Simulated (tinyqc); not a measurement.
## Bias-temperature instability, empirical power law with universal recovery: lifetime against voltage

Threshold-voltage shift at the end of a stress: dV = A (V/V0)^g exp[-(Ea q/kB)(1/T - 1/T0)] (t/1 s)^n. After a delay tr the permanent share pp stays and the rest falls by r = 1/(1 + B (tr/t)^be). An empirical model: its parameters are fits, not properties.

The lifetime solves dV = dc; ten years are 3.15576e8 s.

Inputs (values chosen for the exercise): reference stress voltage V0 = 2 V; reference temperature T0 = 398 K; shift after 1 s at V0 and T0 A = 10 mV; time exponent n = 0.19; voltage exponent g = 4.9; apparent activation energy of the shift Ea = 0.09 eV; use temperature T = 328 K; failure criterion dc = 50 mV.

Constants: q = 1.602176634e-19 C, kB = 1.380649e-23 J/K. Results are converted to the units shown.

Lifetime against voltage:

| V (V) | shift after ten years (mV) | lifetime (years) |
|---|---|---|
| 0.6 | 0.6449 | 8.801e10 |
| 0.8 | 2.641 | 5.278e7 |
| 1 | 7.881 | 1.672e5 |
| 1.2 | 19.26 | 1518 |
| 1.4 | 40.98 | 28.49 |
| 1.6 | 78.84 | 0.9100 |
| 1.8 | 140.4 | 0.04364 |
| 2 | 235.3 | 0.002883 |

What does the comparison show?

The shift goes as V^4.9 and the lifetime as V^(-25.8): 5 % more voltage adds 27.0 % to the shift and divides the lifetime by 3.52. 5 of the 8 rows pass ten years. For V = 0.6, 0.8, 1, 1.2 the lifetime is a formal extrapolation far beyond any test.

tinyqc, about 0.01 s, one thread, Intel Xeon 2.30GHz (shared host): `OMP_NUM_THREADS=1 python tinyqc.py 2070144 2070145 out.jsonl`
